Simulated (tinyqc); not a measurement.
Hydrostatic strain: sp3s* tight binding with spin-orbit coupling, strained.

sp3s* tight binding, nearest neighbours only: anion (a) at 0, cation (c) at a/4 (1,1,1), orbitals s, px, py, pz, s* on each; k in units of 2 pi/a. With phases e_j = exp(i (pi/2) k.n_j) for n = (1,1,1), (1,-1,-1), (-1,1,-1), (-1,-1,1): g0 = (e1+e2+e3+e4)/4, g1 = (e1+e2-e3-e4)/4, g2 = (e1-e2+e3-e4)/4, g3 = (e1-e2-e3+e4)/4. The diagonal holds the levels Esa, Epa, Exa (s*) and Esc, Epc, Exc. Anion-cation block: <sa|sc> = Vss g0; <sa|xc> = Vsapc g1; <xa|sc> = -Vscpa g1; <xa|xc> = Vxx g0; <xa|yc> = <ya|xc> = Vxy g3, <xa|zc> = <za|xc> = Vxy g2, <ya|zc> = <za|yc> = Vxy g1; <s*a|xc> = Vxapc g1; <xa|s*c> = -Vpaxc g1; y and z take g2 and g3 in place of g1; s-s* and s*-s* vanish.

Spin-orbit coupling acts within the p shell of each atom as (D/3) L.sigma, D = Da or Dc: it puts four states at Ep + D/3 and two at Ep - 2D/3.

Strain e moves each bond vector to d = (1 + e) d0 (no internal displacement for the diagonal strains used here) and k is given in fractions of the strained reciprocal cell, so the phases stay. Two-centre values Vss_sigma = Vss/4, Vsp_sigma = sqrt3 V/4 for each s-p and s*-p pair, Vpp_sigma = (Vxx + 2 Vxy)/4, Vpp_pi = (Vxx - Vxy)/4 are scaled by (d0/d)^eta and combined with the new direction cosines; the levels on the diagonal stay.

Values chosen for the exercise (near a published set for GaAs, fitted to gaps, whose masses and valley positions are rough; spin-orbit coupling, where it is added without a refit, lifts the valence top and shrinks all gaps by about a third of the splitting; the results hold for these values, not for the real material): Esa = -8.276 eV (s level of the anion); Epa = 1.042 eV (p level of the anion); Esc = -2.619 eV (s level of the cation); Epc = 3.655 eV (p level of the cation); Exa = 8.5 eV (s* level of the anion); Exc = 6.818 eV (s* level of the cation); Vss = -6.428 eV (s-s); Vxx = 1.969 eV (px-px); Vxy = 5.053 eV (px-py); Vsapc = 4.418 eV (s anion, p cation); Vscpa = 5.704 eV (s cation, p anion); Vxapc = 4.775 eV (s* anion, p cation); Vpaxc = 4.799 eV (p anion, s* cation); Da = 0.429 eV (atomic spin-orbit splitting, anion); Dc = 0.178 eV (the same, cation); eta = 2 (scaling exponent).

exx = eyy = ezz = e. Gaps as measured from the top of the valence band; the deformation potentials are (gap(0.01) - gap(-0.01))/0.06.

Gaps (eV):
```
e,Gamma,Delta,L,x of the minimum
-0.03,1.9421,1.9061,1.8019,1.000
-0.02,1.7779,1.9093,1.7233,1.000
-0.01,1.6192,1.9131,1.6473,1.000
0.00,1.4658,1.9174,1.5738,1.000
0.01,1.3175,1.9222,1.5029,1.000
0.02,1.1741,1.9273,1.4345,1.000
0.03,1.0354,1.9329,1.3686,1.000
```

gap deformation potentials (eV): Gamma -5.028, Delta 0.151, L -2.405

Per unit of volume strain the gaps move by -5.03 (Gamma), +0.15 (Delta) and -2.41 eV (L). The lowest valley changes from L to Gamma between e = -0.02 and -0.01. These potentials follow from the one exponent eta, which fitted models replace by one for each integral; with it the sizes are rough, the sign for Delta can be wrong (in Si, Ge and the III-V crystals measured values are small and positive), and the pressures at which valleys cross, and which valley takes over, are rough too. A gap of zero, where one is listed, marks an s level that has sunk below the valence top.

Program tinyqc; command `OMP_NUM_THREADS=1 python tinyqc.py 1482430 1482431 out.jsonl`; about 0.1 s on one thread of a shared Intel(R) Xeon(R) Processor @ 2.30GHz.
